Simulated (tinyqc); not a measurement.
Inside a calculation. Method: harmonic frequencies on the UHF/3-21g surface (energies and gradients from PySCF), for H2-, spin multiplicity 2. The basis has no diffuse functions, so it cannot describe the extra electron: this is an exercise in the method, not the real anion. One step of it, computed by the program tinyqc.

Question. One row of the Hessian: 1Hz. Displace 1Hz by +/-0.01 bohr; H(k, :) = (g(+) - g(-)) / (2 delta).

optimised positions (bohr):
```
           x         y          z
1H  0.000000  0.000000  -0.813669
2H  0.000000  0.000000   2.138367
```

gradient at +delta (hartree/bohr):
```
             x           y            z
1H  0.00000000  0.00000000   0.00019109
2H  0.00000000  0.00000000  -0.00019109
```

gradient at -delta (hartree/bohr):
```
             x           y            z
1H  0.00000000  0.00000000  -0.00018688
2H  0.00000000  0.00000000   0.00018688
```

Give: row of the Hessian.

Answer.

row of the Hessian (hartree/bohr^2): 1Hx 0.000000, 1Hy 0.000000, 1Hz 0.018899, 2Hx 0.000000, 2Hy 0.000000, 2Hz -0.018899
